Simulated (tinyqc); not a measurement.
# Inputs raised by 10 %, one at a time

Model: heavy doping: band filling, gap narrowing, band tails and the effective intrinsic density. Computed by tinyqc, a small Python program. Command: `OMP_NUM_THREADS=1 python tinyqc.py 3014641 3014642 out.jsonl gapnarrow sens`. One thread of a shared host (Intel(R) Xeon(R) Processor @ 2.30GHz), about 0.04 s of CPU time with the checks.

An n-type crystal above its Mott density, with all dopants ionised: n = N_D - N_A, ionised centres N_I = N_D + N_A. Valleys are taken as spherical with mass m_e.

Inputs (values chosen for the exercise, for a model semiconductor):
```
quantity                      value   unit
gap E_g                        4.92     eV
electron mass m_e             0.259    m_0
valleys M_c                       1      -
dielectric constant eps        7.35      -
donor density N_D           5.1e+19  cm^-3
compensation ratio N_A/N_D        0      -
temperature T                   300      K
```

Conduction band: non-parabolic (Kane).

Constants: a_0 = 0.529177210903 angstrom; Ry = 13.605693123 eV; k_B = 8.617333262e-05 eV/K; hbar^2/(2 m_0) = 3.80998212 eV angstrom^2; e = 1.602176634e-19 C; eps_0 = 8.8541878128e-12 F/m; e^2/(4 pi eps_0) = 14.39964548 eV angstrom.

Method:
- n = N_D (1 - ratio); Ry* = Ry m_e/eps^2, a* = a_0 eps/m_e; r_s = (3/(4 pi n))^(1/3)/a*; k_F = (3 pi^2 n/M_c)^(1/3); Mott density (0.26/a*)^3.
- n = M_c (1/(2 pi^2)) (m_e/(hbar^2/2m_0))^(3/2) int sqrt(E (1 + aE)) (1 + 2 aE) f dE with a = (1 - m_e)^2/E_g, f = 1/(1 + exp((E - E_F)/k_B T)); trapezoid rule in t = sqrt(E/k_B T), step 0.02 up to 12; E_F by bisection from the band edge.
- At T = 0, E_F (1 + a E_F) = (hbar^2/2m_0) k_F^2/m_e; dn/dE_F uses f (1 - f)/k_B T in place of f.
- Screening: q^2 = (e/(eps eps_0)) dn/dE_F. Exchange lowers the conduction band by (1/pi) k_F e^2/(4 pi eps_0 eps) (T = 0 Hartree-Fock at k_F, taken as a rigid shift). Screening raises the valence band by (q/2) e^2/(4 pi eps_0 eps) (static Coulomb hole). The narrowing is the sum; electron correlation and carrier-ion shifts are left out. Root-mean-square potential of randomly placed ions: V_rms = (e^2/(4 pi eps_0 eps)) sqrt(2 pi N_I/q).

Runs:
```
input moved                   from        to  E_F above the band edge (meV)  gap narrowing (meV)  screening length 1/q (angstrom)  V_rms (meV)
base run                         -         -                         186.32               169.35                           10.015       110.99
donor density N_D (cm^-3)  5.1e+19  5.61e+19                         198.69               173.46                            9.834       115.35
electron mass m_e (m_0)      0.259    0.2849                         169.33               173.62                            9.597       108.64
dielectric constant eps       7.35     8.085                         186.32               149.82                           10.504       103.33
temperature T (K)              300       330                         185.61               169.16                           10.035       111.10
gap E_g (eV)                  4.92     5.412                         186.70               169.18                           10.033       111.08
```

Exponents ln(y'/y) / ln(x'/x):
```
input                    E_F above the band edge  gap narrowing  screening length 1/q   V_rms
donor density N_D                          0.674          0.252                -0.192   0.404
electron mass m_e                         -1.003          0.261                -0.448  -0.224
dielectric constant eps                    0.000         -1.286                 0.500  -0.750
temperature T                             -0.040         -0.012                 0.021   0.010
gap E_g                                    0.022         -0.011                 0.019   0.009
```

To which inputs is each result most sensitive?

Among the inputs moved here: E_F above the band edge answers most in size to electron mass m_e (exponent -1.003), next to donor density N_D (+0.674); its exponent is below 0.0005 for dielectric constant eps. Its exponent +0.674 in donor density N_D: the exponent of a degenerate parabolic band. Its exponent -1.003 in electron mass m_e: the exponent of E_F = hbar^2 k_F^2/2m. gap narrowing answers most in size to dielectric constant eps (exponent -1.286), next to electron mass m_e (+0.261). Screening length 1/q answers most in size to dielectric constant eps (exponent +0.500), next to electron mass m_e (-0.448). Its exponent -0.192 in donor density N_D: the exponent of Thomas-Fermi screening in a parabolic band. Its exponent +0.021 in temperature T: degenerate screening does not depend on T. V_rms answers most in size to dielectric constant eps (exponent -0.750), next to donor density N_D (+0.404).

Caution (rows base run, donor density N_D, dielectric constant eps, temperature T, gap E_g): the screening length is well below a*, where static Thomas-Fermi screening overstates the Coulomb hole. Caution (rows electron mass m_e): r_s is above 1.2, where these high-density terms are rough.
